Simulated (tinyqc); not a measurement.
Joule-heated wire on a substrate, fin equation: one step of the calculation.

A wire of length L loses heat along itself to two contacts and sideways to the substrate: kap A theta'' - g theta + p = 0 with theta = T - T0 and p(x) = p0 exp(-((x/L - x0)/sg)^2/2). Each end passes the heat flow theta/Rc to its contact. Constant conductivity, diffusive heat flow.

Question. Temperature rise. Solve -c theta_(i-1) + d_i theta_i - c theta_(i+1) = b_i for nodes 0 to 10.

Values chosen for this exercise:
- T0 = 350 K (temperature of substrate and contacts)

c = 0.040857143 uW/K

```
node     d (uW/K)        b (uW)
0     0.065996667  1.6749771e-9
1     0.084374286  2.6710582e-7
2     0.084374286  1.1785522e-5
3     0.084374286  2.8776326e-4
4     0.084374286  0.0038881488
5     0.084374286   0.029071766
6     0.084374286    0.12028763
7     0.084374286    0.27541752
8     0.084374286    0.34896603
9     0.084374286    0.24467847
10    0.065996667   0.047467831
```

Find: theta.

Answer.

theta, node 0 to 10 (K): [4.001, 6.462, 9.345, 12.835, 17.155, 22.495, 28.589, 33.600, 34.058, 28.191, 18.172]

Computed by the program tinyqc: `OMP_NUM_THREADS=1 python tinyqc.py 2520120 2520121 out.jsonl`, one thread of a shared Intel Xeon 2.30GHz, about 0.01 s for the whole run.
